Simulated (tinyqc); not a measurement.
# Inputs raised by 5 %, one at a time

Model: Keating valence-force model of a tetrahedral crystal. Computed by tinyqc, a small Python program. Command: `OMP_NUM_THREADS=1 python tinyqc.py 3013535 3013536 out.jsonl keating sens`. One thread of a shared host (Intel(R) Xeon(R) Processor @ 2.30GHz), about 0.2 s of CPU time with the checks.

Atom A sits at 0 and atom B at a/4 (1,1,1) of an fcc lattice; the four bonds from A are t = a/4 (1,1,1), a/4 (1,-1,-1), a/4 (-1,1,-1), a/4 (-1,-1,1), of length d = sqrt(3) a/4. Energy: E = (3 alpha/(8 d^2)) sum over bonds (r.r - d^2)^2 + (3 beta/(8 d^2)) sum over pairs of bonds at one atom (r_i.r_j + d^2/3)^2, with beta_A for the six pairs at A and beta_B for the six at B. The cell holds two atoms, Omega = a^3/4. 1 N/m = 1 J/m^2. With constants fitted to the elastic moduli this model puts optical and zone-boundary frequencies of real crystals too high, by up to about 20 % in elemental crystals and up to about 50 % in compounds, and mostly by more for TA modes; in compounds the lattice part of the static dielectric constant then comes out too low.

Inputs (values chosen for the exercise, modelled on gallium arsenide):
```
quantity               value      unit
lattice constant a     5.653  angstrom
mass M_A               69.72         u
mass M_B               74.92         u
bond stretching alpha   42.2       N/m
bond bending beta_A     9.08       N/m
bond bending beta_B     8.14       N/m
Born charge Z*          2.22         e
eps_inf                 11.1         -
mesh divisions n           8         -
temperature T            200         K
```

Structure: zinc blende.

Constants: nu for 1 eV/(angstrom^2 u) = 15.6333042 THz; 1 eV/angstrom^2 = 16.02176634 J/m^2; 1 THz = 33.35640952 1/cm; e^2/(4 pi eps_0) = 14.39964548 eV angstrom; h x 1 THz = 4.135667696 meV; k_B = 8.617333262e-05 eV/K.

Method:
- beta = (beta_A + beta_B)/2; mu = M_A M_B/(M_A + M_B); lambda = 4 (alpha + beta)/mu with the springs in eV/angstrom^2; nu = 15.6333042 THz x sqrt(lambda).
- The long-range field adds 4 pi Z*^2 (e^2/(4 pi eps_0))/(eps_inf Omega mu) to lambda for the longitudinal mode at q -> 0; lambda = (nu/15.6333042 THz)^2; eps_0 = eps_inf (nu_LO/nu_TO)^2 (Lyddane-Sachs-Teller; here eps_0 is the static dielectric constant).
- With displacements u exp(i q.r), each bracket changes by g.u, where g = (g_A, g_B): bond t, g = (-2 t, 2 t exp(i q.t)); pair (i, j) at A, g = (-(t_i + t_j), t_i exp(i q.t_j) + t_j exp(i q.t_i)); pair at B, g = (-t_i exp(-i q.t_j) - t_j exp(-i q.t_i), t_i + t_j). Then D_mn = sum over the 4 bonds and 12 pairs of (4 k/a^2) conj(g_m) g_n / sqrt(M_m M_n), with k = alpha or beta converted to eV/angstrom^2. Only the short-range forces enter; the Coulomb field of the charges is left out.
- An eigenvalue lambda of D in eV/(angstrom^2 u) gives nu = 15.6333042 THz x sqrt(lambda).
- Mesh: q = sum_i (m_i + 1/2)/n b_i, m_i = 0..n-1, with b = [[-1, 1, 1], [1, -1, 1], [1, 1, -1]] in 2 pi/a; sums over the six modes are averaged over the n^3 points and halved, per atom.
- With x = h nu/(k_B T) and n = 1/(exp(x) - 1) for each mode: F = k_B T [x/2 + ln(1 - exp(-x))], U = k_B T x (n + 1/2), S/k_B = x n - ln(1 - exp(-x)), C/k_B = x^2 n (n + 1).
- The acoustic share counts the three lowest modes at each q; zero-point energy = sum h nu/2.

Runs:
```
input moved                     from       to  nu_TO at G (THz)  nu_LO at G (THz)  static dielectric constant  entropy S (k_B/atom)
base run                           -        -            9.2655            9.8938                      12.657                2.4252
lattice constant a (angstrom)  5.653  5.93565            9.2655            9.8106                      12.445                2.4252
mass M_A (u)                   69.72   73.206            9.1505            9.7711                      12.657                2.4551
mass M_B (u)                   74.92   78.666            9.1585            9.7796                      12.657                2.4556
bond bending beta_A (N/m)       9.08    9.534            9.2861            9.9132                      12.650                2.4101
Born charge Z* (e)              2.22    2.331            9.2655            9.9560                      12.816                2.4252
eps_inf                         11.1   11.655            9.2655            9.8648                      13.212                2.4252
temperature T (K)                200      210            9.2655            9.8938                      12.657                2.5462
```

Exponents ln(y'/y) / ln(x'/x):
```
input                nu_TO at G  nu_LO at G  static dielectric constant  entropy S
lattice constant a        0.000      -0.173                      -0.346      0.000
mass M_A                 -0.256      -0.256                       0.000      0.251
mass M_B                 -0.238      -0.238                       0.000      0.255
bond bending beta_A       0.046       0.040                      -0.011     -0.128
Born charge Z*            0.000       0.128                       0.257      0.000
eps_inf                   0.000      -0.060                       0.880      0.000
temperature T             0.000       0.000                       0.000      0.998
```

To which inputs is each result most sensitive?

Among the inputs moved here: nu_TO at G answers most in size to mass M_A (exponent -0.256), next to mass M_B (-0.238); its exponent is below 0.0005 for lattice constant a, Born charge Z*, eps_inf, temperature T. nu_LO at G answers most in size to mass M_A (exponent -0.256), next to mass M_B (-0.238); its exponent is below 0.0005 for temperature T. static dielectric constant answers most in size to eps_inf (exponent +0.880), next to lattice constant a (-0.346); its exponent is below 0.0005 for mass M_A, mass M_B, temperature T. entropy S answers most in size to temperature T (exponent +0.998), next to mass M_B (+0.255); its exponent is below 0.0005 for lattice constant a, Born charge Z*, eps_inf.
